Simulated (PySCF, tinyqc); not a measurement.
Inside a calculation. Method: FCI on RHF in the sto-6g basis, frozen core, for BeH+, spin multiplicity 1. The lowest restricted solution is unstable here: a spin-polarised one lies 0.0277 hartree lower (PySCF). One step of it, computed by the program tinyqc.

Problem. FCI: roots. Diagonalise (each vector has its largest component positive (the first on a tie)); all determinants have Ms = 0, so triplets appear too. The lowest singlet root is the correlation energy.

Occupation strings over the orbitals (2 doubly, a alpha, b beta, 0 empty; spin orbitals ordered 1a 1b 2a 2b ...): 220000 2ab000 2a000b 2ba000 2b000a 202000 20a00b 200200 200020 20b00a 200002

H - E(HF) between determinants (hartree), lower triangle:
```
           220000     2ab000     2a000b     2ba000     2b000a     202000     20a00b     200200
220000   0.000000
2ab000   0.000000   0.111312
2a000b   0.000000   0.004105   0.318210
2ba000   0.000000  -0.084029  -0.060474   0.111312
2b000a   0.000000  -0.060474  -0.110163   0.004105   0.318210
202000   0.084029   0.080658  -0.081745  -0.080658   0.081745   0.377030
20a00b   0.060474  -0.081745   0.000323   0.005818   0.062102  -0.087539   0.454590
200200   0.047911   0.036902   0.021822  -0.036902  -0.021822   0.045706   0.003989   0.593845
200020   0.047911   0.036902   0.021822  -0.036902  -0.021822   0.045706   0.003989   0.024258
20b00a  -0.060474   0.005818   0.062102  -0.081745   0.000323   0.087539  -0.098448  -0.003989
200002   0.110163  -0.062102  -0.015070   0.062102   0.015070   0.098448  -0.000873   0.020937

           200020    20b00a    200002
200020   0.593845
20b00a  -0.003989  0.454590
200002   0.020937  0.000873  0.660639
```

Give: lowest roots of this matrix, relative to E(HF); lowest vectors; <S^2> of these roots; weight of the ground state by excitation level 0, 1, 2, ....

Solution.

lowest roots of this matrix, relative to E(HF) (hartree): -0.0548  0.0016  0.0830  0.1888  0.2705  0.4011  0.4894  0.5696

lowest vectors:
```
         root 1  root 2   root 3   root 4
220000   0.9412  0.0000  -0.1481   0.0000
2ab000   0.0340  0.6807   0.5757  -0.0919
2a000b  -0.0602  0.1497  -0.1950   0.6422
2ba000  -0.0340  0.6807  -0.5757  -0.0919
2b000a   0.0602  0.1497   0.1950   0.6422
202000  -0.2367  0.0000  -0.4360   0.0000
20a00b  -0.1285  0.1194   0.0202  -0.2812
200200  -0.0459  0.0000  -0.0218   0.0000
200020  -0.0459  0.0000  -0.0218   0.0000
20b00a   0.1285  0.1194  -0.0202  -0.2812
200002  -0.1066  0.0000   0.2178   0.0000
```

<S^2> of these roots: 0.0000  2.0000  0.0000  2.0000  0.0000  2.0000  0.0000  0.0000

weight of the ground state by excitation level 0, 1, 2, ...: 0.8858  0.0096  0.1046

The reference has a weight of only 0.89: one determinant is a poor start here.
